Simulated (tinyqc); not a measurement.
The sixth-power law: interface roughness in a thin film (subband fluctuation and scattering).

Square well of width t, barriers V0, c = hbar^2/2m0: E1 solves k t + 2 atan[(k/mz)/(kappa/mb)] = pi, k = sqrt(mz E/c), kappa = sqrt(mb (V0 - E)/c). One interface is rough, so the subband edge fluctuates by G dt with G = |dE1/dt| (central difference of 0.01 angstrom; 2 E1/t for hard walls).

Gaussian roughness spectrum S(q) = pi D^2 Lc^2 exp(-q^2 Lc^2/4). Degenerate gas, taken to fill one subband (the second starts to fill once c kF^2/md exceeds E2 - E1, which is not tested here): kF = sqrt(2 pi Ns/gv), q = 2 kF sin(theta/2), 1/tau = (md/(2 pi c hbar)) G^2 times the integral from 0 to pi of S(q)(1 - cos theta)/eps(q)^2 dtheta, eps(q) = 1 + qs/q with screening (qs = gv md q0/(c eps), q0 = e^2/(4 pi eps0), form factors left out, which overstates the screening; other scattering is left out too, so these values lie far above measured mobilities in all but the thinnest films) or 1 without; mobility = tau c2/md with c2 = e/m0 = 1.75882e15 cm^2/(V s^2); 1e12/cm^2 = 1e-4/angstrom^2.

Constants: hbar^2/2m0 = 3.80998211 eV angstrom^2; hbar = 6.58211957e-16 eV s; e^2/(4 pi eps0) = 14.39964547 eV angstrom.

Values chosen for the exercise (near those of a thin InGaAs channel; the results hold for these values, not for the real material): mz = 0.046 m0 (confinement mass); V0 = 2.1 eV (barrier); mb = 0.24 m0 (barrier mass); md = 0.044 m0 (mass in the plane); gv = 1 (valleys); D = 2.7 angstrom (rms height of the roughness); Lc = 16 angstrom (correlation length); Ns = 0.77 x 1e12/cm^2 (sheet density); eps = 10.9 (mean dielectric constant at the channel); ts = (41, 52, 63, 74, 92, 118, 155) angstrom (thicknesses).

Screened mobility against thickness for the finite barrier and for hard walls.

Results:

| t (angstrom) | E1 (meV) | G (meV/angstrom) | mobility (cm^2/(V s)) | the same, hard walls |
|---|---|---|---|---|
| 41 | 181.2 | 5.751 | 5.22e+04 | 3.07e+03 |
| 52 | 131.8 | 3.493 | 1.41e+05 | 1.28e+04 |
| 63 | 100.5 | 2.299 | 3.27e+05 | 4.04e+04 |
| 92 | 57.0 | 0.965 | 1.86e+06 | 3.92e+05 |
| 118 | 38.3 | 0.529 | 6.17e+06 | 1.74e+06 |
| 155 | 24.3 | 0.267 | 2.43e+07 | 8.96e+06 |

Give the missing row, t (angstrom) = 74.

Computed row:
```
t (angstrom)  E1 (meV)  G (meV/angstrom)  mobility (cm^2/(V s))  the same, hard walls
74                79.4             1.600               6.74e+05              1.06e+05
```

With hard walls G goes as 1/t^3 and the mobility as t^6. With the finite barrier the local exponent is 4.19 at the thin end and 5.02 at the thick end, since the envelope leaks out and softens the dependence. The least value is 5.22e+04 cm^2/(V s). The gate field, which also presses carriers to the interface, is left out.

Run: tinyqc, `OMP_NUM_THREADS=1 python tinyqc.py 1250587 1250588 out.jsonl`; Intel(R) Xeon(R) Processor @ 2.30GHz, one thread, shared host; about 0.01 s of CPU time with all checks.
